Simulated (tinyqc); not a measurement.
# Ellipsometry and reflectance of a transparent film on an absorbing substrate: effects of single changes

Air (index 1), film, substrate with N2 = n2 - i k2; time factor exp(+i w t). q_j = sqrt(N_j^2 - sin^2 th), root with positive real part. Fresnel coefficients r_s = (q_a - q_b)/(q_a + q_b), r_p = (N_b^2 q_a - N_a^2 q_b)/(N_b^2 q_a + N_a^2 q_b). tan(Psi) exp(i Delta) = R_p/R_s, Delta taken from 0 to 360 degrees.

Inputs (values chosen for the exercise); indices close to those of silicon nitride on silicon: wavelength lam = 632.8 nm; angle of incidence th = 65 degrees; index of the transparent film n1 = 2.036; film thickness d = 1.1 nm; index of the substrate n2 = 3.882; extinction coefficient of the substrate k2 = 0.019.

Each table varies one quantity; the others keep the values above.

## Psi and Delta against the film thickness

beta = 2 pi d q1/lam, X = exp(-2 i beta), R = (r01 + r12 X)/(1 + r01 r12 X) for p and s. The last column is the derivative of Delta.

Result of one run:

| d (nm) | Psi (degrees) | Delta (degrees) | \|R_p\|^2 | \|R_s\|^2 | dDelta/dd (degrees/nm) |
|---|---|---|---|---|---|
| 16 | 18.226 | 149.83 | 0.067137 | 0.61918 | -1.8301 |

What becomes of these results when the film thickness d is changed from 16 to 12 nm, all else the same?

Result of the changed run:

| d (nm) | Psi (degrees) | Delta (degrees) | \|R_p\|^2 | \|R_s\|^2 | dDelta/dd (degrees/nm) |
|---|---|---|---|---|---|
| 12 | 18.022 | 157.19 | 0.066403 | 0.62735 | -1.8490 |

The whole series:

| d (nm) | Psi (degrees) | Delta (degrees) | \|R_p\|^2 | \|R_s\|^2 | dDelta/dd (degrees/nm) |
|---|---|---|---|---|---|
| 0 | 17.757 | 179.58 | 0.065410 | 0.63781 | -1.8750 |
| 2 | 17.766 | 175.83 | 0.065443 | 0.63748 | -1.8742 |
| 4 | 17.788 | 172.09 | 0.065530 | 0.63659 | -1.8719 |
| 6 | 17.825 | 168.35 | 0.065670 | 0.63514 | -1.8681 |
| 8 | 17.876 | 164.62 | 0.065863 | 0.63313 | -1.8631 |
| 10 | 17.942 | 160.90 | 0.066108 | 0.63053 | -1.8566 |
| 12 | 18.022 | 157.19 | 0.066403 | 0.62735 | -1.8490 |
| 14 | 18.116 | 153.50 | 0.066747 | 0.62358 | -1.8401 |
| 16 | 18.226 | 149.83 | 0.067137 | 0.61918 | -1.8301 |

Delta falls from 179.58 to 149.83 degrees while Psi moves from 17.76 to 18.23: Delta changes 63.5 times as much as Psi. With the slope of the first row an error of 0.01 degree in Delta means 0.0053 nm.

## Effect of the angle of incidence

Same model as above.

dDelta/dd is the derivative of Delta; period lam/(2 q1).

Effect of the angle of incidence:

| th (degrees) | Psi (degrees) | Delta (degrees) | \|R_p\|^2 | \|R_s\|^2 | dDelta/dd (degrees/nm) | period (nm) |
|---|---|---|---|---|---|---|
| 50 | 31.508 | 179.11 | 0.18992 | 0.50540 | -0.67580 | 167.73 |
| 55 | 27.864 | 178.80 | 0.15193 | 0.54361 | -0.90714 | 169.75 |
| 60 | 23.377 | 178.34 | 0.10978 | 0.58754 | -1.2556 | 171.71 |
| 65 | 17.760 | 177.52 | 0.065422 | 0.63770 | -1.8747 | 173.55 |
| 70 | 10.589 | 175.42 | 0.024278 | 0.69465 | -3.4587 | 175.18 |
| 75 | 1.4823 | 143.22 | 5.0818e-4 | 0.75890 | -21.438 | 176.53 |
| 80 | 11.137 | 4.3477 | 0.032205 | 0.83096 | 3.2583 | 177.56 |
| 85 | 26.784 | 1.3146 | 0.23218 | 0.91122 | 0.99042 | 178.19 |

What does the comparison show?

Psi goes from 31.5 through a minimum of 1.48 (at th = 75 among the rows listed) to 26.8 degrees and |R_p|^2 goes from 0.190 through a minimum of 5.08e-4 (at th = 75 among the rows listed) to 0.232. The slope of Delta is largest in size, 21.4 degrees/nm, at th = 75 among the rows. The bare substrate has its smallest |R_p| near arctan(n2) = 75.6 degrees.

tinyqc, about 0.01 s, one thread, Intel Xeon 2.30GHz (shared host): `OMP_NUM_THREADS=1 python tinyqc.py 2870190 2870191 out.jsonl`
